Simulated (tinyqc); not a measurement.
## One-dimensional ballistic tunnel FET, two-band WKB: transfer curve and swing

A p-type source for x < 0 with its Fermi level at 0 and its valence edge at ds; in the channel the bands fall as D exp(-x/lam) towards their flat values, with the conduction edge at Ec = ds - dP and D = dP + Eg. The gate moves dP one to one. The drain Fermi level lies at -Vd and the drain side reflects nothing. For w = E - Ec between 0 and dP an electron crosses the gap. Two-band dispersion with equal masses m: inside the gap kappa = sqrt(m u (1 - u/Eg)/C), u the distance from a band edge, C = hbar^2/(2 m0).

S(w) = 2 lam int_0^Eg kappa(u) du/(w + Eg - u) = 2 pi lam sqrt(m/(C Eg)) [w + Eg/2 - sqrt(w (w + Eg))], T(w) = exp(-S). I = g (2 q^2/h) int_0^dP T(w) [f(E) - f(E + Vd)] dw, E = ds - dP + w, f(x) = 1/(1 + exp(x/Vt)). Swing = d(dP)/d(log10 I).

Inputs (values chosen for the exercise); band and dielectric values those of a made-up semiconductor:
- T = 300 K (temperature)
- Eg = 1.14 eV (band gap)
- m = 0.1 m0 (band-edge mass of the two-band model)
- lam = 3.8 nm (screening length of the source junction)
- ds = 0.13 eV (source valence edge above the source Fermi level)
- Vd = 0.3 V (drain bias)
- g = 2 (number of degenerate subbands (spin apart))

Constants: q = 1.602176634e-19 C, kB = 1.380649e-23 J/K, hbar = 1.054571817e-34 J s, h = 6.62607015e-34 J s, m0 = 9.1093837015e-31 kg, Vt = kB T/q, hbar^2/(2 m0) = 0.0380998212 eV nm^2. Results are converted to the units shown.

Result of one run:
```
T(w = dP),I (uA),swing (mV/decade)
5.046e-4,7.170e-4,111.2
```

Which tunnelling window Ev(source) - Ec(channel) dP gave this result: 0.015, 0.023, 0.035, 0.055 or 0.31 eV?

dP = 0.31 eV.

The whole series:
```
dP (eV),T(w = dP),I (uA),swing (mV/decade)
0.0096,3.416e-8,1.619e-10,9.170
0.015,7.357e-8,5.112e-10,12.55
0.023,1.750e-7,1.797e-9,16.86
0.035,4.696e-7,7.363e-9,22.45
0.055,1.585e-6,4.236e-8,30.35
0.085,5.908e-6,3.018e-7,40.10
0.13,2.395e-5,2.881e-6,51.93
0.2,1.072e-4,4.120e-5,70.99
0.31,5.046e-4,7.170e-4,111.2
0.48,0.002259,0.01050,190.4
```

I rises from 1.62e-10 to 0.0105 uA and the swing rises from 9.17 to 190 mV/decade. The thermionic limit is Vt ln 10 = 59.5 mV/decade; the swing stays under it up to dP = 0.13 eV among the rows, where I is 2.88e-6 uA, 0.027 % of the last row. Leakage below the onset is not in the model.

tinyqc, about 0.01 s, one thread, Intel Xeon 2.30GHz (shared host): `OMP_NUM_THREADS=1 python tinyqc.py 2620168 2620169 out.jsonl`
